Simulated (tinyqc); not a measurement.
Inside a calculation. Model: on-chip interconnect, size-dependent resistivity and RC delay.

Computed by the program tinyqc: `OMP_NUM_THREADS=1 python tinyqc.py 2100136 2100137 out.jsonl`, one thread of a shared Intel Xeon 2.30GHz, about 0.01 s for the whole run. Printed values are rounded.

A rectangular line between two neighbours and two ground planes. Surface and grain-boundary scattering are added to the bulk resistivity as corrections; capacitances are parallel-plate values without fringing; inductance is ignored.

Inputs (values chosen for the exercise); metal values close to those of copper:
- rho0 = 1.73 uohm cm (bulk resistivity)
- lam = 39.9 nm (bulk mean free path)
- ps = 0 (specular share of surface scattering)
- Rg = 0.36 (reflection coefficient of grain boundaries)
- gr = 2 (grain size over the metal width)
- wd = 50 nm (drawn line width)
- AR = 2 (aspect ratio, height over width)
- tl = 1 nm (liner on both walls and the bottom, not conducting)
- sp = 60 nm (space to the neighbouring lines)
- hd = 100 nm (dielectric height to the planes above and below)
- ek = 4.2 (relative permittivity of the dielectric)
- Mf = 0 (Miller factor of the neighbours)
- Lw = 21 um (line length)
- Rd = 1200 ohm (driver resistance)
- Cl = 0.11 fF (load capacitance)
- dt = 0.25 ps (time step)

Constants: eps0 = 8.8541878128e-12 F/m. Results are converted to the units shown.

## Resistivity, resistance and capacitance per length

Metal width x = wd - 2 tl, height y = AR wd - tl; grain boundaries (Mayadas-Shatzkes): al = (lam/(gr x)) Rg/(1 - Rg), g = 1/[1 - 3 al/2 + 3 al^2 - 3 al^3 ln(1 + 1/al)] - 1; surfaces (Fuchs-Sondheimer, thick limit): s = (3/8) lam (1 - ps)(1/x + 1/y); rho = rho0 (1 + g + s); r = rho/(x y); c = eps0 ek (2 wd/hd + 2 Mf AR wd/sp).

x = 48 nm
y = 99 nm
al = 0.233789
g = 0.334185
s = 0.462855
rho = 3.10888 uohm cm
r = 6.54225 ohm/um
c = 0.0371876 fF/um

rho is 1.80 times the bulk value; surfaces add more (0.463 against 0.334). The liner takes 4.96 % of the cross-section.

## Ladder and Elmore delays

4 equal pi sections: series Rs = r Lw/4; node capacitances c Lw/4, halved at nodes 0 and 4, with Cl added to node 4; Rd feeds node 0. Elmore delay of node k: the sum, over the resistors on the path to k, of resistance times all capacitance downstream of it.

Rs = 34.3468 ohm

```
node     C (fF)  Elmore delay (ps)
0     0.0976174            1.06913
1      0.195235            1.09638
2      0.195235            1.11692
3      0.195235            1.13075
4      0.207617            1.13789
```

The far-end value equals Rd (c Lw + Cl) + r Lw (c Lw/2 + Cl) for any number of pi sections; the line resistance contributes 6.04 % of it.

## Step 1: node voltages after a time step

v at t = 0, node 0 to 4 (V): [0, 0, 0, 0, 0]

A 1 V step is applied behind Rd at t = 0. C dv/dt = -G v + b, with G the conductance matrix of the ladder (1/Rs between neighbours, 1/Rd added at node 0) and b = (1 V/Rd, 0, ...). Trapezoidal step: (C/dt + G/2) v(new) = (C/dt - G/2) v + b.

v at t = 1 dt, node 0 to 4 (V): [0.270864, 0.228637, 0.198676, 0.179373, 0.169692]

## Step 2: node voltages after a time step

As before.

v at t = 2 dt, node 0 to 4 (V): [0.358408, 0.363750, 0.364074, 0.362613, 0.361359]

## Course in time

A 1 V step is applied behind Rd at t = 0. C dv/dt = -G v + b, with G the conductance matrix of the ladder (1/Rs between neighbours, 1/Rd added at node 0) and b = (1 V/Rd, 0, ...). Trapezoidal step: (C/dt + G/2) v(new) = (C/dt - G/2) v + b. The last column solves the same ladder exactly by its modes.

Voltages (V):
```
t (ps)  node 0  node 2  node 4  node 4, exact
0.2500  0.2709  0.1987  0.1697         0.1845
0.5000  0.3584  0.3641  0.3614         0.3482
0.7500  0.5390  0.4876  0.4716         0.4791
1.000   0.5872  0.5960  0.5919         0.5837
1.250   0.7096  0.6720  0.6639         0.6673
1.500   0.7334  0.7436  0.7391         0.7341
1.750   0.8182  0.7898  0.7864         0.7875
2.000   0.8269  0.8376  0.8330         0.8301
2.250   0.8871  0.8650  0.8644         0.8642
2.500   0.8868  0.8973  0.8930         0.8915
2.750   0.9308  0.9131  0.9140         0.9133
3.000   0.9252  0.9353  0.9314         0.9307
```

The far end of the ladder reaches 0.5 V at 0.7957 ps, 0.699 of its Elmore delay (ln 2 = 0.693 for a single pole); the slowest mode has a time constant of 1.116 ps. The largest error of the trapezoidal steps at that node is 15 mV. Node 0 swings up and down from step to step: the trapezoidal rule does not damp modes much faster than dt, so these swings are numerical.
